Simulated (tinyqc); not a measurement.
What moves lifetime and leakage: Shockley-Read-Hall recombination through one deep level.

One level at Et with degeneracy 1: tn = 1/(sn vth Nt), tp = 1/(sp_ vth Nt), n1 = Nc exp((Et - Eg)/kT), p1 = Nv exp(-Et/kT), ni^2 = n1 p1. Equilibrium n0 = Nm, p0 = ni^2/Nm; n = n0 + dn, p = p0 + dn. U = (n p - ni^2)/(tp (n + n1) + tn (p + p1)), lifetime dn/U; emission rates en = sn vth n1, ep = sp_ vth p1.

Constants: kB = 8.617333262e-05 eV/K.

Inputs chosen for the exercise (gap and densities of states near those of GaN at this temperature; the results hold for these values, not for the real material):
- Eg = 3.344 eV (gap)
- Nc = 4.12e+18 1/cm^3 (conduction-band density of states)
- Nv = 8.66e+19 1/cm^3 (valence-band density of states)
- T = 450 K
- Et = 2.469 eV (recombination level above Ev)
- Nt = 9.3e+15 1/cm^3 (defects)
- sn = 5.4e-16 cm^2 (electron capture cross-section)
- sp_ = 1.6e-16 cm^2 (hole capture cross-section)
- vth = 21000000 cm/s (thermal velocity, both carriers)
- Nm = 9.3e+16 1/cm^3 (equilibrium electrons for the lifetime steps)
- dn = 5e+12 1/cm^3 (excess pairs)

G = Nt en ep/(en + ep).

One parameter was then changed.

Results before and after:

| case | lifetime (microsecond) | G (1/(cm^3 s)) |
|---|---|---|
| base | 0.03200 | 0.604 |
| changed | 0.03200 | 0.215 |

Which of these changes was made? (a) Et = 2.509 eV; (b) sn = 1.08e-15 cm^2; (c) dn = 1.5e+13 1/cm^3; (d) Nt = 4.65e+15 1/cm^3; (e) Nm = 2.79e+17 1/cm^3; (f) sp_ = 3.2e-16 cm^2.

Answer: (a) Et = 2.509 eV. Of the candidates, run in turn, only this one gives the changed row.

All candidates:

| case | lifetime (microsecond) | G (1/(cm^3 s)) |
|---|---|---|
| base | 0.03200 | 0.604 |
| Et = 2.509 eV | 0.03200 | 0.215 |
| sn = 1.08e-15 cm^2 | 0.03200 | 0.604 |
| sp_ = 3.2e-16 cm^2 | 0.01600 | 1.21 |
| Nt = 4.65e+15 1/cm^3 | 0.06401 | 0.302 |
| Nm = 2.79e+17 1/cm^3 | 0.03200 | 0.604 |
| dn = 1.5e+13 1/cm^3 | 0.03200 | 0.604 |

Run: tinyqc, `OMP_NUM_THREADS=1 python tinyqc.py 1650113 1650114 out.jsonl`; Intel(R) Xeon(R) Processor @ 2.30GHz, one thread, shared host; about 0.01 s of CPU time with all checks.
